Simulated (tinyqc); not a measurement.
Shrinking the pitch: stress in a transistor channel from embedded alloy regions, liners and fins, by half-space elasticity. Computed by tinyqc, a small Python program. Command: `OMP_NUM_THREADS=1 python tinyqc.py 3007809 3007810 out.jsonl stressor walk`. One thread of a shared host (Intel(R) Xeon(R) Processor @ 2.30GHz), about 0.01 s of CPU time with the checks.

Plane strain in an isotropic half-space, the same constants everywhere; x along the channel from its centre, y downwards from the free surface; stress is positive in tension.

Inputs (values chosen for the exercise, modelled on silicon):
```
quantity                          value  unit
alloy fraction x                  0.022     -
lattice change per unit x, beta  -0.447     -
Young's modulus E                   163   GPa
Poisson ratio nu                   0.24     -
channel length L                     30    nm
length of each stressor S            20    nm
recess depth d                       30    nm
depth of the field point y          3.7    nm
```

Stressor: Si(1-x)C(x) source and drain.

Method:
- Misfit e = beta x. A fully constrained inclusion holds the stress -p with p = E e/(1 - 2 nu); a blanket film would hold -E e/(1 - nu) in the plane.
- A line element dA of misfit at (a, c) in the half-space gives, with C = E e/(2 pi (1 - nu)), X = x - a, r1^2 = X^2 + (y - c)^2, r2^2 = X^2 + Y^2, Y = y + c: s_xx = -C dA {[X^2 - (y - c)^2]/r1^4 + 3 [X^2 - Y^2]/r2^4 + 4 y Y (Y^2 - 3 X^2)/r2^6}, s_yy = C dA {[X^2 - (y - c)^2]/r1^4 - [X^2 - Y^2]/r2^4 + 4 y Y (Y^2 - 3 X^2)/r2^6}. These are integrated over two rectangles, L/2 < |a| < L/2 + S, 0 < c < d (closed form in a, 200 Gauss-Legendre points in c).
- L and S are scaled together at fixed d, then S alone, then L alone.

misfit e = -0.009834

S_xx at the centre (MPa):
```
scale  L and S scaled  S alone  L alone
0.35          -164.66    234.8   248.26
0.50           105.64    343.4   461.17
0.70           401.72    483.7   610.39
1.00           676.44    676.4   676.44
1.40           835.14    895.7   646.24
2.00           866.36   1152.5   537.37
3.00           762.01   1444.9   371.45
```

Halving S alone keeps 0.51 of the stress, halving L alone gives 0.68, and halving both 0.16: a shorter channel brings the walls closer but puts y deeper relative to L, where the surface amplifies less, a shorter stressor brings its far wall, which pulls the other way, closer too. Neighbouring devices are left out.
